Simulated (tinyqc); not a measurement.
# Polarisation charge from two barrier thicknesses

Inverse problem. Voff = phiB - dEc - q sigma d/(eps0 eb). Find sigma, phiB - dEc and the thickness at which Voff = 0.

Constants: q = 1.602176634e-19 C, eps0 = 8.8541878128e-14 F/cm where lengths are in cm. Results are converted to the units shown.

Voff at d = 17 and 25 nm (V): -6.5527632  -9.9805577
eb = 9.1689000

Solution. Voff is a straight line in d: its slope is -q sigma/(eps0 eb) and its intercept phiB - dEc.

sigma = 2.171e13 cm^-2
phiB - dEc = 0.7313 V
thickness for Voff = 0 = 1.707 nm

tinyqc, about 0.01 s, one thread, Intel Xeon 2.30GHz (shared host): `OMP_NUM_THREADS=1 python tinyqc.py 2180154 2180155 out.jsonl`
